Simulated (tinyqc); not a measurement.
Heated strip on a layer stack, thermal resistances with spreading: two steps of the calculation.

A long strip of width ws dissipates Pw per length on three layers over a heat sink. Heat is taken to spread at 45 degrees, so the width of the flow grows by twice the depth: w1 = ws + 2 t1, w2 = w1 + 2 t2, w3 = w2 + 2 t3 at the bottoms of the layers. This is a rule of thumb, not a solution of the heat equation.

Values chosen for this exercise; conductivities close to those of gallium nitride (layer 1), silicon carbide (layer 2) and solder (layer 3):
```
symbol  value      unit                                     meaning
T0        293         K                       heat-sink temperature
ws         12        um                   width of the heated strip
Pw       0.47      W/mm               power per length of the strip
t1        1.5        um                        thickness of layer 1
k1        166   W/(m K)                     conductivity of layer 1
Rb         26  m^2 K/GW  boundary resistance between layers 1 and 2
t2        100        um                        thickness of layer 2
k2        437   W/(m K)            conductivity of layer 2 at 300 K
p         1.3                    exponent in k2(T) = k2 (300 K/T)^p
t3         30        um                        thickness of layer 3
k3       51.1   W/(m K)                     conductivity of layer 3
```

Problem 1. Thermal resistances. Resistances times length: layer i, ln(w_i/w_(i-1))/(2 k_i) with w0 = ws; boundary, Rb/w1.

Find: resistance times length.

Solution 1.

resistance times length (K mm/W): layer 1 0.6721, boundary 1.733, layer 2 3.046, layer 3 2.408

The largest part, 38.8 % of the sum, is layer 2.

Problem 2. Temperatures. From the sink upward: Ta = T0 + Pw R3; across layer 2 the Kirchhoff transform gives Tb^(1-p) = Ta^(1-p) + (1 - p)(300 K)^(-p) Pw R2; Tc = Tb + Pw Rboundary; Tj = Tc + Pw R1. With constant k2, Tj would be T0 + Pw times the sum of the resistances.

resistance times length (K mm/W): layer 1 0.67211913, boundary 1.7333333, layer 2 3.0464392, layer 3 2.4083471

Wanted: temperatures; Tj with constant k2.

Solution 2.

temperatures (K): Ta 294.13, Tb 295.53, Tc 296.35, Tj 296.66
Tj with constant k2 = 296.69 K

The rise Tj - T0 is 3.66 K, 0.87 % below the value for constant k2.

Computed by the program tinyqc: `OMP_NUM_THREADS=1 python tinyqc.py 2520145 2520146 out.jsonl`, one thread of a shared Intel Xeon 2.30GHz, about 0.01 s for the whole run.
